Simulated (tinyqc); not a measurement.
Traps spread exponentially in energy.

For traps of total density Nt spread as exp(-E/kB Tc) below the band edge, with l = Tc/T: J = q mu Nc [eps0 eps_r l/(q Nt (l + 1))]^l [(2 l + 1)/(l + 1)]^(l + 1) V^(l + 1)/L^(2 l + 1). It needs trapped charge far above free charge, so only rows below a fifth of the trap-free current (9/8) eps0 eps_r mu V^2/L^3 are listed.

Parameters, values chosen for the exercise: relative permittivity eps_r = 4.9; mobility mu = 0.46 cm^2/(V s); thickness L = 5300 nm; band density of states Nc = 1e19 cm^-3; trap density Nt = 1.5e15 cm^-3; voltage V = 7.1 V.

Constants: q = 1.602176634e-19 C, eps0 = 8.8541878128e-14 F/cm where lengths are in cm. Results are converted to the units shown.

Result of one run:
```
l	exponent of V	exponent of 1/L	J (A/cm^2)
5.7	6.700	12.40	0.005537
```

What becomes of these results when the ratio Tc/T l is changed from 5.7 to 9, all else the same?

Result of the changed run:
```
l	exponent of V	exponent of 1/L	J (A/cm^2)
9	10.00	19.00	2.011e-6
```

The whole series:
```
l	exponent of V	exponent of 1/L	J (A/cm^2)
5.7	6.700	12.40	0.005537
6.5	7.500	14.00	8.102e-4
7.3	8.300	15.60	1.187e-4
8.2	9.200	17.40	1.370e-5
9	10.00	19.00	2.011e-6
```

J falls from 0.00554 to 2.01e-6 A/cm^2 at V = 7.1 V, well below q Nt L^2/(2 eps0 eps_r) = 77.8 V, near which the curves for different l come together. A slope above 2 on a log-log plot gives l, and its change with temperature tests the model.

Numbers from tinyqc (`OMP_NUM_THREADS=1 python tinyqc.py 2370001 2370002 out.jsonl`; about 0.01 s on one thread of a shared Intel Xeon 2.30GHz).
